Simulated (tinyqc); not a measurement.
Plane-wave Kohn-Sham cycle with exchange-only LDA in a layered model solid, step by step. Computed by tinyqc, a small Python program that keeps every step. Settings: points = 16, plane-wave index or count = 2, electrons = 4, k points = 1, area = 35.0, mixing = 0.1, iteration cap = 66, Kerker q0 = 1.06. Command: `OMP_NUM_THREADS=1 python tinyqc.py 21216 21217 out.jsonl` (the two numbers bound the seeds that draw the settings). One thread of a shared host (Intel(R) Xeon(R) Processor @ 2.60GHz), about 0.01 s of CPU time with the checks. Later iterations appear only in the table of the cycle.

## Iteration 1: potential

A solid whose potential varies along x alone (atomic units):
```
parameter                      value
period a                   15.000000
cross-section of the cell  35.000000
electrons per cell                 4
grid points                       16
plane waves -n..n, n               2
k points                           1
V1 in V1 cos(2 pi x/a)     -0.190000
V2 in V2 cos(4 pi x/a)     -0.200000
```

density at the start, on the grid x_j = j a/N (e/bohr^3): [0.007619, 0.007619, 0.007619, 0.007619, 0.007619, 0.007619, 0.007619, 0.007619, 0.007619, 0.007619, 0.007619, 0.007619, 0.007619, 0.007619, 0.007619, 0.007619]

V_H(G) = 4 pi rho(G)/G^2 for G != 0 (uniform background); v_x = -(3 rho/pi)^(1/3); V = V_ext + V_H + v_x; Fourier components f(G_m) = (1/N) sum_j f(x_j) exp(-i G_m x_j).

Potentials on the grid (hartree):
```
x          V_ext     V_H      v_x        V
0.0000   -0.3900  0.0000  -0.1938  -0.5838
0.9375   -0.3170  0.0000  -0.1938  -0.5107
1.8750   -0.1344  0.0000  -0.1938  -0.3281
2.8125    0.0687  0.0000  -0.1938  -0.1251
3.7500    0.2000  0.0000  -0.1938   0.0062
4.6875    0.2141  0.0000  -0.1938   0.0204
5.6250    0.1344  0.0000  -0.1938  -0.0594
6.5625    0.0341  0.0000  -0.1938  -0.1597
7.5000   -0.0100  0.0000  -0.1938  -0.2038
8.4375    0.0341  0.0000  -0.1938  -0.1597
9.3750    0.1344  0.0000  -0.1938  -0.0594
10.3125   0.2141  0.0000  -0.1938   0.0204
11.2500   0.2000  0.0000  -0.1938   0.0062
12.1875   0.0687  0.0000  -0.1938  -0.1251
13.1250  -0.1344  0.0000  -0.1938  -0.3281
14.0625  -0.3170  0.0000  -0.1938  -0.5107
```

V(G_m), m = 0, 1, 2, ... (hartree): [-0.1938, -0.0950, -0.1000, 0.0000, 0.0000]

## Iteration 1: Hamiltonian at one k

k = 0.0000 2 pi / a

H(m,m') = (k + G_m)^2/2 delta + V(G_m - G_m'), with V(-G) = V(G).

H (hartree), order -2, -1, +0, +1, +2:
```
[[0.1571, -0.0950, -0.1000, 0.0000, 0.0000],
 [-0.0950, -0.1060, -0.0950, -0.1000, 0.0000],
 [-0.1000, -0.0950, -0.1938, -0.0950, -0.1000],
 [0.0000, -0.1000, -0.0950, -0.1060, -0.0950],
 [0.0000, 0.0000, -0.1000, -0.0950, 0.1571]]
```

## Iteration 1: levels at that k

Diagonalise the Hermitian matrix.

eigenvalues (hartree): [-0.3858, -0.0695, -0.0497, 0.2008, 0.2126]

## Iteration 1: new density

Motion across x is left out: the lowest 2 band(s) hold two electrons at each of the k points (j + 1/2)/nk - 1/2. Residual R = rho(out) - rho(in); rho(new) = rho(in) + 0.1 R, with R(G) scaled by G^2/(G^2 + 1.06^2) (Kerker). rho(out) = 2/(a A nk) sum |psi|^2 with psi = sum c exp(i G x). Harris energy E = band energy - dV sum rho (V_H/2 + v_x) + (3/4) dV sum rho v_x with rho(in), dV = a A/N, band energy = (2/nk) sum of the filled levels.

rho(out) (e/bohr^3): [0.016101, 0.013172, 0.006972, 0.002244, 0.001279, 0.003494, 0.007512, 0.011566, 0.013326, 0.011566, 0.007512, 0.003494, 0.001279, 0.002244, 0.006972, 0.013172]

density after iteration 1 (e/bohr^3): [0.007963, 0.007828, 0.007560, 0.007391, 0.007388, 0.007482, 0.007624, 0.007776, 0.007846, 0.007776, 0.007624, 0.007482, 0.007388, 0.007391, 0.007560, 0.007828]

energy per cell = -0.716731 hartree

## Iteration 2: potential

As before.

Potentials on the grid (hartree):
```
x          V_ext        V_H      v_x        V
0.0000   -0.3900     0.0056  -0.1966  -0.5810
0.9375   -0.3170     0.0039  -0.1955  -0.5086
1.8750   -0.1344  -6.76e-05  -0.1933  -0.3277
2.8125    0.0687    -0.0035  -0.1918  -0.1266
3.7500    0.2000    -0.0045  -0.1918   0.0037
4.6875    0.2141    -0.0031  -0.1926   0.0185
5.6250    0.1344  -1.74e-04  -0.1938  -0.0596
6.5625    0.0341     0.0027  -0.1951  -0.1583
7.5000   -0.0100     0.0038  -0.1957  -0.2018
8.4375    0.0341     0.0027  -0.1951  -0.1583
9.3750    0.1344  -1.74e-04  -0.1938  -0.0596
10.3125   0.2141    -0.0031  -0.1926   0.0185
11.2500   0.2000    -0.0045  -0.1918   0.0037
12.1875   0.0687    -0.0035  -0.1918  -0.1266
13.1250  -0.1344  -6.76e-05  -0.1933  -0.3277
14.0625  -0.3170     0.0039  -0.1955  -0.5086
```

V(G_m), m = 0, 1, 2, ... (hartree): [-0.1938, -0.0948, -0.0988, 0.0000, 0.0000]

## Iteration 2: Hamiltonian at one k

k = 0.0000 2 pi / a

As before.

H (hartree), order -2, -1, +0, +1, +2:
```
[[0.1572, -0.0948, -0.0988, 0.0000, 0.0000],
 [-0.0948, -0.1060, -0.0948, -0.0988, 0.0000],
 [-0.0988, -0.0948, -0.1938, -0.0948, -0.0988],
 [0.0000, -0.0988, -0.0948, -0.1060, -0.0948],
 [0.0000, 0.0000, -0.0988, -0.0948, 0.1572]]
```

## Iteration 2: levels at that k

As before.

eigenvalues (hartree): [-0.3842, -0.0689, -0.0505, 0.2005, 0.2116]

## Iteration 2: new density

As before.

rho(out) (e/bohr^3): [0.016086, 0.013164, 0.006977, 0.002261, 0.001308, 0.003527, 0.007519, 0.011524, 0.013259, 0.011524, 0.007519, 0.003527, 0.001308, 0.002261, 0.006977, 0.013164]

density after iteration 2 (e/bohr^3): [0.008291, 0.008028, 0.007506, 0.007174, 0.007165, 0.007350, 0.007629, 0.007925, 0.008061, 0.007925, 0.007629, 0.007350, 0.007165, 0.007174, 0.007506, 0.008028]

energy per cell = -0.712484 hartree

## Convergence

Stop when sqrt(dV sum R^2) is below 1e-8, dV = a A/N.

Course of the cycle:
```
iteration  E (hartree)  norm of the residual
1            -0.716731              1.10e-01
2            -0.712484              1.05e-01
3            -0.708586              1.01e-01
4            -0.705010              9.65e-02
5            -0.701734              9.23e-02
6            -0.698734              8.83e-02
7            -0.695989              8.44e-02
8            -0.693479              8.08e-02
9            -0.691183              7.73e-02
10           -0.689085              7.39e-02
11           -0.687168              7.07e-02
...                ...                   ...
56           -0.666444              1.15e-02
57           -0.666389              1.11e-02
58           -0.666337              1.08e-02
59           -0.666288              1.04e-02
60           -0.666242              1.01e-02
61           -0.666198              9.73e-03
62           -0.666156              9.42e-03
63           -0.666117              9.12e-03
64           -0.666079              8.83e-03
65           -0.666044              8.55e-03
66           -0.666010              8.28e-03
```

Not converged within 66 iterations: the residual falls steadily but slowly, by a factor of about 0.97 a step. At the k point shown the highest filled and lowest empty bands lie only 0.0128 hartree apart, so integer filling is fragile. Reruns (cap 100 unless said): mixing 0.5, Kerker q0 1.0: not converged; mixing 0.3, Pulay depth 5: converged in 18 (E = -0.66526); the original settings with a cap of 400: not converged.
